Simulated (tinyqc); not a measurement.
Anneal temperature: kinetics of strain relaxation and threading dislocations in mismatched semiconductor layers. Computed by tinyqc, a small Python program. Command: `OMP_NUM_THREADS=1 python tinyqc.py 3029686 3029687 out.jsonl threading walk`. One thread of a shared host (Intel(R) Xeon(R) Processor @ 2.30GHz), about 0.01 s of CPU time with the checks.

60-degree dislocations on {111} planes of a (001) layer, isotropic elasticity. The Schmid factor is 1/sqrt(6), and a misfit segment relieves strain with b/2.

Inputs (values chosen for the exercise, for a model layer):

| quantity | value | unit |
|---|---|---|
| misfit f | 0.0102 | - |
| shear modulus G | 73.5 | GPa |
| Poisson ratio nu | 0.27 | - |
| Burgers vector b | 3.88 | angstrom |
| glide activation energy Q | 2.16 | eV |
| velocity prefactor v0 | 27000 | m/s per MPa |
| layer thickness h | 140 | nm |
| anneal temperature T | 837 | K |
| anneal time t | 52 | s |
| initial thread density rho_0 | 5.4e+06 | 1/cm^2 |
| multiplication constant delta | 18000 | 1/m |

Sources: multiplication.

Constants: k_B = 8.617333262e-05 eV/K.

Method:
- Excess resolved stress tau = (1/sqrt 6) [2 G (1 + nu)/(1 - nu)] (e - e_eq), e_eq = b (1 - nu/4) [ln(h/b) + 1]/(4 pi (1 + nu) h), the Matthews-Blakeslee strain of an uncapped layer; glide velocity v = v0 tau exp(-Q/(k_B T)), tau in MPa.
- Threads run in two directions, so de/dt = -(b/4) rho v, and they multiply as d rho/dt = delta rho v. With x = e - e_eq, x0 = f - e_eq (fully strained at t = 0) and v = m S x (m the mobility, S x = tau): rho = rho_0 + (4 delta/b)(x0 - x), so dx/dt = -k x (a - x), k = delta m S, a = x0 + b rho_0/(4 delta): a logistic law, x = a/[1 + (a/x0 - 1) exp(k a t)].
- The half time is that at which x = x0/2.

half time = 74.6409 s

excess stress tau = 948.473 MPa

equilibrium strain e_eq = 0.00111547

After the time t:

| T (K) | first velocity (micrometre/s) | relieved (%) | threads (1/cm^2) | half time (s) |
|---|---|---|---|---|
| 733 | 3.6075e-02 | 1.0995e-01 | 5.5853e+06 | 5.2274e+03 |
| 760 | 1.2157e-01 | 3.8525e-01 | 6.0495e+06 | 1.5512e+03 |
| 792 | 4.6083e-01 | 1.7106e+00 | 8.2838e+06 | 4.0921e+02 |
| 817 | 1.2137e+00 | 6.4733e+00 | 1.6313e+07 | 1.5537e+02 |
| 847 | 3.5980e+00 | 4.9291e+01 | 8.8495e+07 | 5.2411e+01 |
| 868 | 7.3622e+00 | 9.7438e+01 | 1.6966e+08 | 2.5614e+01 |
| 896 | 1.8152e+01 | 1.0000e+02 | 1.7398e+08 | 1.0389e+01 |
| 943 | 7.3192e+01 | 1.0000e+02 | 1.7398e+08 | 2.5765e+00 |

What follows from these numbers?

The half time follows exp(Q/(k_B T)), a decade for each 66 K near 847 K. Relief goes from 6.5 % at 817 K to 97.4 % at 868 K: with multiplication the onset is abrupt, after an incubation in which threads breed, and the final density is set by delta, not by rho_0. Caution: rows with more than 50 % relieved leave out blocking by crossing misfit lines, which slows real layers.

Extremes, crossings and ranges named in words are read from the listed rows.
